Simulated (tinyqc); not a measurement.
Leakage through a gate insulator: direct, Fowler-Nordheim, trap-assisted and Poole-Frenkel currents: one step, computed by the program tinyqc.

Electrons enter from the cathode Fermi level at x = 0; the conduction band of the insulator lies phi_b - e F x above it, F = V/t. WKB exponents use a parabolic band with mass m.

Question. Field and tunnelling without traps. For a level a distance phi(x) below the band, the WKB exponent is 2 int kappa dx with kappa = sqrt(m phi/(hbar^2/2m_0)); for a linear barrier from phi_1 down to phi_2 = max(phi_1 - e F d, 0) it is G = (4/3) sqrt(m/(hbar^2/2m_0)) (phi_1^(3/2) - phi_2^(3/2))/(e F). J_tun = e^3 F^2/(16 pi^2 hbar m phi_b) x exp(-G) / [1 - sqrt(phi_2/phi_b)]^2 with the free-electron mass in the cathode (m in m_0), phi_2 = max(phi_b - e V, 0): direct tunnelling for e V < phi_b, Fowler-Nordheim above. Image forces, back-flow and the limit on supply are left out, so J_tun is overstated below about 0.5 V. Equivalent oxide thickness = 3.9 t/eps_ox.

Inputs (values chosen for the exercise, with an insulator like SiO2):

| quantity | value | unit |
|---|---|---|
| thickness t | 5.6 | nm |
| barrier phi_b | 3.16 | eV |
| tunnelling mass m | 0.46 | m_0 |
| static constant eps_ox | 3.87 | - |
| voltage across the insulator V | 3.3 | V |

Constants: hbar^2/(2 m_0) = 3.80998212 eV angstrom^2; e = 1.602176634e-19 C; hbar = 1.054571817e-34 J s.

Give: field F; equivalent oxide thickness; WKB exponent G; tunnelling current J_tun.

Answer.

field F = 5.893 MV/cm

equivalent oxide thickness = 5.643 nm

WKB exponent G = 44.16

tunnelling current J_tun = 2.434e-12 A/cm^2

The barrier is a triangle 5.36 nm long: Fowler-Nordheim tunnelling.
